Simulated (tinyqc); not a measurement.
Plasmons of a degenerate electron gas in the random-phase approximation: one step. Scales of the gas. Four cases, with inputs chosen for the exercise.

Task: Also rs = (3/(4 pi n))^(1/3) m/(a0 eb).

Zero temperature, parabolic band: kF = (3 pi^2 n)^(1/3), EF = c kF^2/m, Ep^2 = 8 pi c e2 n/(m eb), qTF^2 = 6 pi e2 n/(eb EF), c = hbar^2/2m0, e2 = e^2/(4 pi eps0), n in 1/angstrom^3 (1e-24 per 1/cm^3).

Constants: hbar^2/2m0 = 3.80998211 eV angstrom^2; e^2/(4 pi eps0) = 14.39964547 eV angstrom; a0 (Bohr radius) = 0.5291772105 angstrom.

Case 1.

Values chosen (out of a larger set: a free-electron density near that of Al; not measured data): n = 1.81e+23 1/cm^3 (electron density); m = 1 m0 (mass); eb = 1 (background dielectric constant).

Case 2.

Values chosen (out of a larger set: a free-electron density near that of K; not measured data): n = 1.41e+22 1/cm^3 (electron density); m = 1 m0 (mass); eb = 1 (background dielectric constant).

Case 3.

Values chosen (out of a larger set: a free-electron density near that of Al; not measured data): n = 1.82e+23 1/cm^3 (electron density); m = 1 m0 (mass); eb = 1 (background dielectric constant).

Case 4.

Values chosen (out of a larger set: mass and background constant near those of InAs; polar phonons, which mix with the plasmon in the real crystal, and the rise of the mass with filling are left out; not measured data): n = 3.8e+18 1/cm^3 (electron density); m = 0.0258 m0 (mass); eb = 12.2 (background dielectric constant).

Give: kF; EF; Ep; qTF; hbar vF; rs.

Result:

Case 1.

kF = 1.7500 1/angstrom
EF = 11.668 eV
Ep = 15.798 eV
qTF = 2.0520 1/angstrom
hbar vF = 13.335 eV angstrom
rs = 2.072

Ep/EF = 1.354. With rs above 1 exchange and correlation, left out here, lower the dispersion noticeably.

Case 2.

kF = 0.74739 1/angstrom
EF = 2.1282 eV
Ep = 4.4093 eV
qTF = 1.3410 1/angstrom
hbar vF = 5.6951 eV angstrom
rs = 4.852

Ep/EF = 2.072. With rs above 1 exchange and correlation, left out here, lower the dispersion noticeably.

Case 3.

kF = 1.7532 1/angstrom
EF = 11.711 eV
Ep = 15.841 eV
qTF = 2.0539 1/angstrom
hbar vF = 13.359 eV angstrom
rs = 2.069

Ep/EF = 1.353. With rs above 1 exchange and correlation, left out here, lower the dispersion noticeably.

Case 4.

kF = 0.048276 1/angstrom
EF = 344.17 meV
Ep = 129.02 meV
qTF = 0.015673 1/angstrom
hbar vF = 14.258 eV angstrom
rs = 0.159

Ep/EF = 0.375. With rs below 1 the random-phase approximation is within its range.

Computed by tinyqc, one run a case: `OMP_NUM_THREADS=1 python tinyqc.py N N+1 out.jsonl` with N = 1650157, 1650765, 1650783, 1651164; one thread of a shared Intel(R) Xeon(R) Processor @ 2.30GHz, about 0.01 s a run at most.
